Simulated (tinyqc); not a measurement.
## Non-linearity against on/off ratio

Worst-case read of an N x N array without selectors, ideal wires, unselected lines floating and all unselected cells in the low state with resistance K Ron: the sneak path is Rsn = K Ron [2/(N - 1) + 1/(N - 1)^2], in parallel with the selected cell Rc. A sense resistor Ron to ground gives Vout = Vr Ron/(Ron + Rc Rsn/(Rc + Rsn)); margin = [Vout(Rc = Ron) - Vout(Rc = ra Ron)]/Vr. Here N = 512; the columns give the margin for ra = 8, 30 and 500.

Result of one run:

| Rsn/Ron | margin, ra = 8 (%) | margin, ra = 30 (%) | margin, ra = 500 (%) |
|---|---|---|---|
| 1.175 | 15.53 | 18.00 | 18.89 |

Which factor by which unselected cells are more resistive K gave this result: 3, 100, 300 or 3000?

K = 300.

The whole series:

| K | Rsn/Ron | margin, ra = 8 (%) | margin, ra = 30 (%) | margin, ra = 500 (%) |
|---|---|---|---|---|
| 1 | 0.003918 | 0.001327 | 0.001466 | 0.001514 |
| 3 | 0.01175 | 0.01166 | 0.01289 | 0.01331 |
| 10 | 0.03918 | 0.1193 | 0.1322 | 0.1367 |
| 30 | 0.1175 | 0.8644 | 0.9641 | 0.9986 |
| 100 | 0.3918 | 5.226 | 5.922 | 6.167 |
| 300 | 1.175 | 15.53 | 18.00 | 18.89 |
| 1000 | 3.918 | 28.11 | 33.26 | 35.20 |
| 3000 | 11.75 | 34.68 | 41.45 | 44.03 |

At K = 1 the margin is 0.00133 % for ra = 8 and 0.00151 % for ra = 500: an on/off ratio 62.5 times larger gains a factor of only 1.14, because the sneak path (0.0039 Ron) shunts the cell. Raising K to 3000 lifts the margin at ra = 30 from 0.00147 to 41.5 %.

Numbers from tinyqc (`OMP_NUM_THREADS=1 python tinyqc.py 2880118 2880119 out.jsonl`; about 0.03 s on one thread of a shared Intel Xeon 2.30GHz).
